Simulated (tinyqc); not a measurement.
Electromigration in a confined line: Blech product, Korhonen stress evolution and Black's law: one step, computed by the program tinyqc. Command: `OMP_NUM_THREADS=1 python tinyqc.py 3027312 3027313 out.jsonl emigr walk`. One thread of a shared host (Intel(R) Xeon(R) Processor @ 2.30GHz), about 0.01 s of CPU time with the checks.

The electron wind pushes atoms from the cathode (x = 0) to the anode (x = L); blocking ends build a back stress (tension positive). The input rho is taken not to change with temperature. d sigma/dt = d/dx [kappa (d sigma/dx + G)], with zero flux at both ends and sigma = 0 at t = 0.

Question. Time to nucleate a void. sigma(x, t) = G L [1/2 - x/L - 4 sum_(m odd) cos(m pi x/L) exp(-m^2 pi^2 s)/(m pi)^2], s = t/tau, summed to m = 399. Solve sigma(0, t) = sigma_c for s; the semi-infinite estimate is t = (pi/kappa) ((sigma_c)/(2 G))^2.

Inputs (values chosen for the exercise, close to those used for cobalt lines): critical stress sigma_c = 490 MPa; line length L = 120 um; test temperature T = 330 C.

Start: stress-free.

stress gradient G = 252.0700 MPa/um

tau = 4412.867 h

kappa = 9.064402e-16 m^2/s

Give: nucleation time; semi-infinite estimate.

Answer.

nucleation time = 0.9095 h

semi-infinite estimate = 0.9095 h

The two agree: the void nucleates before the far end is felt, so the time scales as 1/j^2 and not with L.
